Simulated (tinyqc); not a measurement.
Comparisons within one model: Gamma, L and X subbands of a thin body with non-parabolic valleys. A value that a table varies takes the place of the one given here.

Hard walls, flat band, c = hbar^2/2m0, energies from the bulk Gamma edge. For a valley at angle theta to the normal 1/m_z = cos^2/ml + sin^2/mt and m_d = sqrt(ml mt^2/m_z). Subband n starts at E_v + e with e (1 + a e) = c (n pi/t)^2/m_z, and its density-of-states mass is taken as m_d (1 + 2 a e), without further growth at higher in-plane energy. Groups are named by valley and degeneracy.

n_i = g m/(2 pi c) kB T ln(1 + exp((EF - E_i)/kB T)), sum n_i = Ns (1e12/cm^2 = 1e-4/angstrom^2), c = hbar^2/2m0. Quantum capacitance Cq = 1602.176634 sum g m/(2 pi c) f_i in microfarad/cm^2 with f_i = 1/(1 + exp((E_i - EF)/kB T)); Cox = 34.5313/eot (one gate); C/Cox = Cq/(Cq + Cox), the centroid term left out.

Constants: hbar^2/2m0 = 3.80998211 eV angstrom^2; kB = 8.617333262e-05 eV/K.

Inputs chosen for the exercise (near those of a thin GaSb channel; the results hold for these values, not for the real material): face = 111 (surface); mG = 0.0388 m0 (Gamma mass); aG = 1.12 1/eV (Gamma non-parabolicity); EL = 0.055 eV (L edge above Gamma); mL = (1.249, 0.098) m0 (L valleys (four, along <111>): ml, mt); EX = 0.315 eV (X edge above Gamma); mX = (1.547, 0.221) m0 (X valleys (three, along <100>): ml, mt); aS = 0.7 1/eV (non-parabolicity of L and X); Ns = 3.9 x 1e12/cm^2 (sheet density); T = 300 K (temperature); eot = 11 angstrom (equivalent oxide thickness); ts = (20, 26, 34, 45, 60, 85, 130) angstrom (thicknesses); t = 28 angstrom (body thickness); Nl = (0.5, 1, 2, 4, 7, 11, 16) x 1e12/cm^2 (sheet densities).

## Thinning the body

Lowest edge of each valley type, the lowest group, the Gamma share and C/Cox, with n = 1 to 8 of all groups.

Results:
```
t (angstrom)  Gamma (eV)  L (eV)  X (eV)  lowest  Gamma share (%)  C/Cox
20                 1.091   0.127   0.572      L1              0.0  0.695
26                 0.770   0.098   0.477      L1              0.0  0.726
34                 0.527   0.081   0.413      L1              0.0  0.767
45                 0.345   0.070   0.373      L1              0.0  0.812
60                 0.217   0.063   0.348      L1              0.1  0.852
85                 0.118   0.059   0.332      L1              1.3  0.869
130                0.054   0.057   0.322      G1              4.8  0.874
```

How do the results move?

From 130 down to 20 angstrom Gamma rises by 1.04 eV, L by 0.07 and X by 0.25 eV, the light Gamma mass moving most. The lowest group changes from G1 to L1 between 130 and 85 angstrom. The Gamma share goes from 5 % to 0 %. C/Cox is 0.87 and 0.69 at the ends and lies between 0.69 and 0.87. Hard walls overstate the rise in the thinnest rows.

## Raising the sheet density

Fixed thickness, n = 1 to 8 of all groups; the gate overdrive above the lowest edge is (EF - E_lowest)/e + 0.1602177 Ns/Cox in volts.

Results:
```
Ns (1e12/cm^2)  EF - lowest (eV)  Gamma share (%)     Cq  C/Cox  overdrive (V)
0.5                       -0.016              0.0   2.53  0.446          0.010
1.0                        0.008              0.0   4.21  0.573          0.059
2.0                        0.039              0.0   6.26  0.666          0.141
4.0                        0.081              0.0   9.02  0.742          0.285
7.0                        0.125              0.0  12.56  0.800          0.483
11.0                       0.172              0.0  15.10  0.828          0.733
16.0                       0.219              0.0  19.59  0.862          1.036
```

What does this show?

The lowest subband is L1 n=1; the light Gamma level lies 603 meV above it, lifted there by confinement. At the highest density band filling takes 0.219 V of the 1.036 V overdrive. Cq grows from 2.5 to 19.6 microfarad/cm^2 while EF moves from -0.016 to +0.219 eV against the lowest edge; the Gamma share stays near 0 %.

## What each parameter does

n = 1 to 8 of all groups. Each row changes one parameter from the base and keeps the others.

Results:
```
case                   lowest edge (eV)  EF (eV)  Gamma share (%)  C/Cox
base                              0.092    0.172              0.0  0.739
t = 36 angstrom                   0.078    0.145              0.0  0.774
mG = 0.0446 m0                    0.092    0.172              0.0  0.739
aG = 0.78 1/eV                    0.092    0.172              0.0  0.739
EL = 0.005 eV                     0.042    0.122              0.0  0.739
Ns = 5.85 x 1e12/cm^2             0.092    0.203              0.0  0.784
eot = 9 angstrom                  0.092    0.172              0.0  0.698
T = 250 K                         0.092    0.174              0.0  0.740
```

How do the results move?

The largest shifts from the base row, up to three for each result and ties (the steps differ in size, so this ranks the rows, not the parameters). lowest edge (eV): EL -0.050, t -0.015; unchanged at the printed digits by mG, aG, Ns, eot and T. EF (eV): EL -0.050, Ns +0.031, t -0.027; unchanged at the printed digits by mG, aG and eot. Gamma share (%): unchanged at the printed digits by t, mG, aG, EL, Ns, eot and T. C/Cox: Ns +0.045, eot -0.041, t +0.035; unchanged at the printed digits by mG, aG and EL.

Run: tinyqc, `OMP_NUM_THREADS=1 python tinyqc.py 1280075 1280076 out.jsonl`; Intel(R) Xeon(R) Processor @ 2.30GHz, one thread, shared host; about 0.04 s of CPU time with all checks.
